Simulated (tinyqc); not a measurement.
Effective-mass impurity with a central-cell term, in a basis of Slater functions: one step, computed by the program tinyqc. Command: `OMP_NUM_THREADS=1 python tinyqc.py 3024395 3024396 out.jsonl centralcell walk`. One thread of a shared host (Intel(R) Xeon(R) Processor @ 2.30GHz), about 0.01 s of CPU time with the checks.

The envelope obeys H = -nabla^2 - (2/r) [Z + A exp(-kappa r)] in effective units, with kappa = a*/lambda; positive A deepens the well near the core.

Question. Matrices over the s basis. zeta_i = zeta_1 beta^(i-1), i = 1..n. For s functions exp(-zeta r), with s = zeta_i + zeta_j: S = 2/s^3, T = zeta_i zeta_j S, V = -2 Z/s^2, W = -2 A/(s + kappa)^2; each function is normalised by dividing by sqrt(S_ii S_jj).

Inputs (values chosen for the exercise, with mass and screening modelled on GaSb):
```
quantity                  value  unit
charge Z of the core          1     -
central-cell strength A      30     -
basis size n                  2     -
smallest exponent zeta_1    0.4  1/a*
ratio beta of exponents       3     -
```

Impurity: donor, one isotropic band.

kappa = 124.3578 1/a*

Give: exponents; overlap S; kinetic T; Coulomb V; central cell W.

Answer.

exponents (1/a*): 0.4  1.2

overlap S:
```
        1       2
1  1.0000  0.6495
2  0.6495  1.0000
```

kinetic T (Ry*):
```
         1        2
1     0.16  0.31177
2  0.31177     1.44
```

Coulomb V (Ry*):
```
         1        2
1     -0.8  -1.0392
2  -1.0392     -2.4
```

central cell W (Ry*):
```
             1           2
1  -9.8056e-04  -0.0050306
2   -0.0050306   -0.025811
```
